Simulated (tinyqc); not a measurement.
From results back to parameters: Penn model of the dielectric constant and Phillips ionicity. Three cases, with inputs chosen for the exercise.

Problem. eps was computed from a and a hidden C.

n = 32/a^3; Ep^2 = 8 pi c e2 n with c = hbar^2/2m0, e2 = e^2/(4 pi eps0); EF = c (3 pi^2 n)^(2/3); eps = 1 + (Ep/Eg)^2 S with S = 1 - Eg/(4 EF) + (Eg/(4 EF))^2/3, Eg the Penn gap. Core d shells are left out.

Phillips: bond length d = sqrt(3) a/4; homopolar gap Eh = 39.74 d^(-2.48) eV (d in angstrom); Eg^2 = Eh^2 + C^2; ionicity fi = C^2/Eg^2.

Constants: hbar^2/2m0 = 3.80998211 eV angstrom^2; e^2/(4 pi eps0) = 14.39964547 eV angstrom.

Case 1.

Values chosen (out of a larger set: near those of InP; not measured data): a = 5.841 angstrom (cubic lattice constant, 32 valence electrons a cell).

eps = 8.78258

Case 2.

Values chosen (out of a larger set: near those of BN; not measured data): a = 3.613 angstrom (cubic lattice constant, 32 valence electrons a cell).

eps = 4.56341

Case 3.

Values chosen (out of a larger set: near those of SiC; not measured data): a = 4.342 angstrom (cubic lattice constant, 32 valence electrons a cell).

eps = 6.67578

Find: Eg; Eh; C; fi.

Solution. eps falls steadily with Eg, so one Eg fits; C^2 = Eg^2 - Eh^2.

Case 1.

Eg = 5.026 eV
Eh = 3.979 eV
C = 3.07 eV
fi = 0.373

Case 2.

Eg = 15.128 eV
Eh = 13.098 eV
C = 7.57 eV
fi = 0.250

Case 3.

Eg = 9.178 eV
Eh = 8.303 eV
C = 3.91 eV
fi = 0.182

Computed by tinyqc, one run a case: `OMP_NUM_THREADS=1 python tinyqc.py N N+1 out.jsonl` with N = 1652604, 1652607, 1652687; one thread of a shared Intel(R) Xeon(R) Processor @ 2.30GHz, about 0.01 s a run at most.
